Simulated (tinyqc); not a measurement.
Worked calculation: harmonic frequencies on the RHF/sto-3g surface (energies and gradients from PySCF), for H3+, spin multiplicity 1. One step of it, computed by the program tinyqc.

Task: Normal modes. Diagonalise H_ij / sqrt(m_i m_j); the 6 smallest eigenvalues belong to translations and rotations; wavenumber = sqrt(eigenvalue / 1822.888) x 219474.63; each mode has its largest component positive (the first on a tie); zero-point energy = sum of wavenumbers / 2, with 349.755 1/cm per kcal/mol.

Hessian (symmetrised) (hartree/bohr^2):
```
             1Hx          1Hy          1Hz          2Hx          2Hy          2Hz          3Hx          3Hy
1Hx   0.00055856   0.00655001   0.00912019  -0.00026536   0.00064678  -0.00720899  -0.00029321  -0.00719681
1Hy   0.00655001   0.11463586   0.07954138  -0.00112902   0.01170664  -0.03764461  -0.00542100  -0.12634250
1Hz   0.00912019   0.07954138   0.17165959  -0.00585831   0.00755808  -0.15487333  -0.00326189  -0.08709966
2Hx  -0.00026536  -0.00112902  -0.00585831   0.00023774   0.00010344   0.00584438   0.00002762   0.00102559
2Hy   0.00064678   0.01170664   0.00755808   0.00010344   0.08859384  -0.06474820  -0.00075022  -0.10030034
2Hz  -0.00720899  -0.03764461  -0.15487333   0.00584438  -0.06474820   0.19801877   0.00136461   0.10239303
3Hx  -0.00029321  -0.00542100  -0.00326189   0.00002762  -0.00075022   0.00136461   0.00026559   0.00617122
3Hy  -0.00719681  -0.12634250  -0.08709966   0.00102559  -0.10030034   0.10239303   0.00617122   0.22664269
3Hz  -0.00191121  -0.04189685  -0.01678643   0.00001393   0.05719014  -0.04314563   0.00189729  -0.01529330

             3Hz
1Hx  -0.00191121
1Hy  -0.04189685
1Hz  -0.01678643
2Hx   0.00001393
2Hy   0.05719014
2Hz  -0.04314563
3Hx   0.00189729
3Hy  -0.01529330
3Hz   0.05993240
```

masses (u): 1H 1.007825, 2H 1.007825, 3H 1.007825

Give: eigenvalues of the mass-weighted Hessian; harmonic wavenumbers of the vibrations; mass-weighted modes; zero-point energy.

Result:

eigenvalues of the mass-weighted Hessian (hartree/(bohr^2 u)): 0.0000  0.0000  0.0000  0.0000  0.0000  0.0000  0.1746  0.1746  0.5047

harmonic wavenumbers of the vibrations (1/cm): 2147.7  2147.8  3651.9

mass-weighted modes:
```
      mode 1   mode 2   mode 3
1Hx  -0.0266   0.0102  -0.0284
1Hy  -0.4903  -0.3044  -0.3319
1Hz  -0.3037   0.4905  -0.4716
2Hx   0.0045  -0.0281   0.0133
2Hy   0.5088  -0.2724  -0.2429
2Hz  -0.2729  -0.5083   0.5236
3Hx   0.0221   0.0179   0.0151
3Hy  -0.0185   0.5768   0.5748
3Hz   0.5766   0.0178  -0.0521
```

zero-point energy = 11.3615 kcal/mol
